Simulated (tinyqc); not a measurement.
Worked calculation: Hubbard chain of 2 sites. One step of it, computed by the program tinyqc.

Task: Mean-field iteration 1. H(up) = T + U n(down), H(down) = T + U n(up); fill the lowest levels; n(new) = n + mixing (n(out) - n); E = tr T (rho up + rho down) + U sum n_up n_down of the output.

one-body matrix (hopping and site energies) (eV):
```
,1,2
1,0.000000,-1.300000
2,-1.300000,0.000000
```

U = 4.000000 eV

electrons, up and down: 1  1

mixing = 0.500000

n(up) at the start (a guess, not normalised): 1 0.500000, 2 0.500000

n(down) at the start (a guess): 1 0.500000, 2 0.500000

Give: levels, up; levels, down; energy; n(up) after iteration 1; n(down) after iteration 1.

Result:

levels, up (eV): 0.7000  3.3000

levels, down (eV): 0.7000  3.3000

energy = -0.6000 eV

n(up) after iteration 1: 1 0.5000, 2 0.5000

n(down) after iteration 1: 1 0.5000, 2 0.5000
